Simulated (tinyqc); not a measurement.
Inside a calculation. Method: plane-wave Kohn-Sham cycle with exchange-only LDA in a layered model solid. Computed by tinyqc, a small Python program that keeps every step. Settings: points = 16, plane-wave index or count = 2, electrons = 2, k points = 3, area = 18.0, mixing = 0.3, iteration cap = 56, Kerker q0 = 0.61. Command: `OMP_NUM_THREADS=1 python tinyqc.py 31967 31968 out.jsonl` (the two numbers bound the seeds that draw the settings). One thread of a shared host (Intel(R) Xeon(R) Processor @ 2.60GHz), about 0.03 s of CPU time with the checks.

A solid whose potential varies along x alone (atomic units):
```
parameter                      value
period a                    4.300000
cross-section of the cell  18.000000
electrons per cell                 2
grid points                       16
plane waves -n..n, n               2
k points                           3
V1 in V1 cos(2 pi x/a)     -0.310000
V2 in V2 cos(4 pi x/a)     -0.080000
```

Stop when sqrt(dV sum R^2) is below 1e-8, dV = a A/N.

Course of the cycle:
```
iteration  E (hartree)  norm of the residual
1          -0.40964438              1.23e-01
2          -0.40287719              8.84e-02
3          -0.39931443              6.36e-02
4          -0.39750348              4.58e-02
5          -0.39659538              3.30e-02
6          -0.39614169              2.38e-02
7          -0.39591472              1.72e-02
8          -0.39580075              1.24e-02
9          -0.39574324              8.98e-03
10         -0.39571408              6.50e-03
11         -0.39569923              4.70e-03
...                ...                   ...
42         -0.39568362              2.36e-07
43         -0.39568362              1.72e-07
44         -0.39568362              1.25e-07
45         -0.39568362              9.14e-08
46         -0.39568362              6.66e-08
47         -0.39568362              4.85e-08
48         -0.39568362              3.53e-08
49         -0.39568362              2.57e-08
50         -0.39568362              1.88e-08
51         -0.39568362              1.37e-08
52         -0.39568362              9.96e-09
```

Can the last value be used, and what does the course show?

Yes. Converged in 52 iterations. Before convergence this energy mixes input and output and is not variational, so it may rise towards its limit.
